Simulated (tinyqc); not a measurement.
Worked calculation: CIS on RHF in the 3-21g basis, for H2, spin multiplicity 1. Computed by tinyqc, a small Python program that keeps every step (integrals from PySCF). Settings: charge = 0, multiplicity = 1, basis = 3-21g, method = RHF, energy threshold = 1e-10, iteration cap = 60, orthogonalisation = symmetric, start = core, DIIS depth = 6. Command: `OMP_NUM_THREADS=1 python tinyqc.py 21937 21938 out.jsonl` (the two numbers bound the seeds that draw the settings). One thread of a shared host (Intel(R) Xeon(R) Processor @ 2.60GHz), about 0.07 s of CPU time with the checks. The early iterations of the SCF are left out here.

## One-electron integrals

Geometry (angstrom):
```
atom        x        y        z
H     0.00000  0.00000  0.00000
H     0.00000  0.00000  0.73100
```

Basis 3-21g: exponents (1/bohr^2) and contraction coefficients of normalised primitives:
```
element  l (shell)  exponent  coefficient
H            s (1)   5.44718      0.15628
H            s (1)   0.82455      0.90469
H            s (2)   0.18319      1.00000
```

Overlap, kinetic and nuclear-attraction integrals over the contracted functions; the nuclear repulsion is the sum of Za Zb / Rab.

nuclear repulsion = 0.7239086 hartree

overlap S, order 1H 1s, 1H 2s, 2H 1s, 2H 2s:
$$\begin{pmatrix}
1.00000 & 0.64590 & 0.41287 & 0.48397 \\
0.64590 & 1.00000 & 0.48397 & 0.83964 \\
0.41287 & 0.48397 & 1.00000 & 0.64590 \\
0.48397 & 0.83964 & 0.64590 & 1.00000
\end{pmatrix}$$

kinetic energy T (hartree), order 1H 1s, 1H 2s, 2H 1s, 2H 2s:
$$\begin{pmatrix}
1.54940 & 0.29315 & 0.22412 & 0.17726 \\
0.29315 & 0.27479 & 0.17726 & 0.20384 \\
0.22412 & 0.17726 & 1.54940 & 0.29315 \\
0.17726 & 0.20384 & 0.29315 & 0.27479
\end{pmatrix}$$

nuclear attraction V (hartree), order 1H 1s, 1H 2s, 2H 1s, 2H 2s:
$$\begin{pmatrix}
-2.43765 & -1.22811 & -0.99247 & -0.95425 \\
-1.22811 & -1.23534 & -0.95425 & -1.08349 \\
-0.99247 & -0.95425 & -2.43765 & -1.22811 \\
-0.95425 & -1.08349 & -1.22811 & -1.23534
\end{pmatrix}$$

core Hamiltonian H = T + V (hartree), order 1H 1s, 1H 2s, 2H 1s, 2H 2s:
$$\begin{pmatrix}
-0.88824 & -0.93496 & -0.76835 & -0.77700 \\
-0.93496 & -0.96055 & -0.77700 & -0.87965 \\
-0.76835 & -0.77700 & -0.88824 & -0.93496 \\
-0.77700 & -0.87965 & -0.93496 & -0.96055
\end{pmatrix}$$

## Two-electron integrals

Functions are numbered as in S; the eight-fold symmetry (ij|kl) = (ji|kl) = (kl|ij) leaves the list below.

Two-electron integrals (ij|kl) in chemists' order, unique and non-zero (hartree):
```
(11|11) 1.14014   (21|11) 0.61140   (21|21) 0.34515   (22|11) 0.62637
(22|21) 0.38033   (22|22) 0.48296   (31|11) 0.39241   (31|21) 0.22199
(31|22) 0.24444   (31|31) 0.17941   (32|11) 0.34579   (32|21) 0.20770
(32|22) 0.25432   (32|31) 0.17538   (32|32) 0.19319   (33|11) 0.68168
(33|21) 0.41717   (33|22) 0.52237   (33|31) 0.39241   (33|32) 0.45154
(33|33) 1.14014   (41|11) 0.45154   (41|21) 0.25574   (41|22) 0.28337
(41|31) 0.17538   (41|32) 0.16740   (41|33) 0.34579   (41|41) 0.19319
(42|11) 0.50119   (42|21) 0.30600   (42|22) 0.39400   (42|31) 0.21508
(42|32) 0.23475   (42|33) 0.50119   (42|41) 0.23475   (42|42) 0.34048
(43|11) 0.41717   (43|21) 0.25492   (43|22) 0.32347   (43|31) 0.22199
(43|32) 0.25574   (43|33) 0.61140   (43|41) 0.20770   (43|42) 0.30600
(43|43) 0.34515   (44|11) 0.52237   (44|21) 0.32347   (44|22) 0.43212
(44|31) 0.24444   (44|32) 0.28337   (44|33) 0.62637   (44|41) 0.25432
(44|42) 0.39400   (44|43) 0.38033   (44|44) 0.48296
```

## Orthogonalisation

S = U s U^T; symmetric (Loewdin) form X = U s^(-1/2) U^T, so that X^T S X = 1.

eigenvalues of S: [0.10588, 0.47642, 0.64162, 2.77609]

X, order 1H 1s, 1H 2s, 2H 1s, 2H 2s:
$$\begin{pmatrix}
1.26863 & -0.48426 & -0.16540 & 0.06732 \\
-0.48426 & 1.91671 & 0.06732 & -0.97096 \\
-0.16540 & 0.06732 & 1.26863 & -0.48426 \\
0.06732 & -0.97096 & -0.48426 & 1.91671
\end{pmatrix}$$

## Iteration 9 (converged): orbitals

converged F (hartree), order 1H 1s, 1H 2s, 2H 1s, 2H 2s:
$$\begin{pmatrix}
0.08254 & -0.51073 & -0.54063 & -0.52244 \\
-0.51073 & -0.35574 & -0.52244 & -0.40065 \\
-0.54063 & -0.52244 & 0.08254 & -0.51073 \\
-0.52244 & -0.40065 & -0.51073 & -0.35574
\end{pmatrix}$$

Diagonalise F' = X^T F X, C = X C', fill 1 alpha and 1 beta electrons from the bottom; D = 2 C_occ C_occ^T. Each column has its largest component positive (the first on a tie).

F' = X^T F X (hartree):
$$\begin{pmatrix}
0.76904 & -0.63051 & -0.50761 & -0.11811 \\
-0.63051 & 0.29271 & -0.11811 & -0.23410 \\
-0.50761 & -0.11811 & 0.76904 & -0.63051 \\
-0.11811 & -0.23410 & -0.63051 & 0.29271
\end{pmatrix}$$

orbital energies (hartree): MO1 -0.59543, MO2 0.26682, MO3 0.91547, MO4 1.53665

coefficients C, order 1H 1s, 1H 2s, 2H 1s, 2H 2s:
$$\begin{pmatrix}
0.29124 & 0.11101 & 0.78144 & -1.08075 \\
0.30964 & 1.64442 & -0.66201 & 1.27175 \\
0.29124 & -0.11101 & 0.78144 & 1.08075 \\
0.30964 & -1.64442 & -0.66201 & -1.27175
\end{pmatrix}$$

D after iteration 9, order 1H 1s, 1H 2s, 2H 1s, 2H 2s:
$$\begin{pmatrix}
0.16964 & 0.18036 & 0.16964 & 0.18036 \\
0.18036 & 0.19175 & 0.18036 & 0.19175 \\
0.16964 & 0.18036 & 0.16964 & 0.18036 \\
0.18036 & 0.19175 & 0.18036 & 0.19175
\end{pmatrix}$$

## Convergence

Stop when the energy changes by less than 1e-10 hartree and every element of the error matrix X^T (F D S - S D F) X is below 3e-06.

Course of the cycle:
```
iteration  E (hartree)     change  largest element of the error matrix
1           -1.0722772          -                             1.77e-01
2           -1.1218263  -4.95e-02                             2.69e-02
3           -1.1229489  -1.12e-03                             1.64e-04
4           -1.1229489  -3.48e-08                             6.73e-05
5           -1.1229490  -4.24e-09                             4.23e-05
6           -1.1229490  -1.30e-09                             3.08e-05
7           -1.1229490  -5.60e-10                             2.42e-05
8           -1.1229490  -9.07e-10                             4.94e-08
9           -1.1229490  -2.00e-15                             1.03e-10
```

PySCF RHF in the same basis = -1.1229490 hartree

Converged in 9 iterations.

## Integrals over molecular orbitals

(pq|rs) = sum C_ip C_jq C_kr C_ls (ij|kl), one index at a time.

one-electron integrals over orbitals h = C^T H C (hartree):
$$\begin{pmatrix}
-1.25143 & 0.00000 & -0.16794 & 0.00000 \\
0.00000 & -0.55583 & 0.00000 & 0.20725 \\
-0.16794 & 0.00000 & -0.09363 & 0.00000 \\
0.00000 & 0.20725 & 0.00000 & 0.32667
\end{pmatrix}$$

Two-electron integrals over orbitals (pq|rs), unique and non-zero (hartree):
```
(11|11) 0.65599    (21|21) 0.08801    (22|11) 0.45533    (22|22) 0.40969
(31|11) 0.16794    (31|22) 0.05496    (31|31) 0.11492    (32|21) -0.01769
(32|32) 0.03557    (33|11) 0.56201    (33|22) 0.40848    (33|31) 0.13291
(33|33) 0.50691    (41|21) -0.07997   (41|32) -0.02585   (41|41) 0.13215
(42|11) -0.14361   (42|22) -0.05824   (42|31) -0.07721   (42|33) -0.10748
(42|42) 0.07113    (43|21) -0.09185   (43|32) -0.00614   (43|41) 0.12534
(43|43) 0.13948    (44|11) 0.67106    (44|22) 0.46750    (44|31) 0.20453
(44|33) 0.58698    (44|42) -0.17050   (44|44) 0.75219
```

## CIS matrix, singlets

A(ia,jb) = (e_a - e_i) d_ij d_ab + 2 (ia|jb) - (ij|ab).

CIS matrix A, singlet (hartree), order 1>2, 1>3, 1>4:
$$\begin{pmatrix}
0.58295 & 0.00000 & -0.01632 \\
0.00000 & 1.17874 & 0.00000 \\
-0.01632 & 0.00000 & 1.72531
\end{pmatrix}$$

## CIS singlet states

dipole integrals <i|r|a> (bohr), order 1>2, 1>3, 1>4:
$$\begin{pmatrix}
0.00000 & 0.00000 & -1.01255 \\
0.00000 & 0.00000 & 0.00000 \\
0.00000 & 0.00000 & 0.16576
\end{pmatrix}$$

Diagonalise A (1 hartree = 27.211386 eV); each vector has its largest component positive (the first on a tie). The transition dipole is mu = sqrt2 sum c_ia <i|r|a>.

singlet excitation energies (eV): [15.85646, 32.07509, 46.95444]

lowest vectors, order 1>2, 1>3, 1>4:
$$\begin{pmatrix}
0.99990 & 0.00000 & -0.01428 \\
0.00000 & 1.00000 & 0.00000 \\
0.01428 & 0.00000 & 0.99990
\end{pmatrix}$$

oscillator strengths 2/3 w |mu|^2: [0.79269, 0.00000, 0.07472]

## CIS matrix, triplets

A(ia,jb) = (e_a - e_i) d_ij d_ab - (ij|ab).

CIS matrix A, triplet (hartree), order 1>2, 1>3, 1>4:
$$\begin{pmatrix}
0.40692 & 0.00000 & 0.14361 \\
0.00000 & 0.94889 & 0.00000 \\
0.14361 & 0.00000 & 1.46102
\end{pmatrix}$$

## CIS triplet states

Diagonalise A (1 hartree = 27.211386 eV); each vector has its largest component positive (the first on a tie).

triplet excitation energies (eV): [10.55006, 25.82060, 40.27920]

lowest vectors, order 1>2, 1>3, 1>4:
$$\begin{pmatrix}
0.99117 & 0.00000 & 0.13262 \\
0.00000 & 1.00000 & 0.00000 \\
-0.13262 & 0.00000 & 0.99117
\end{pmatrix}$$
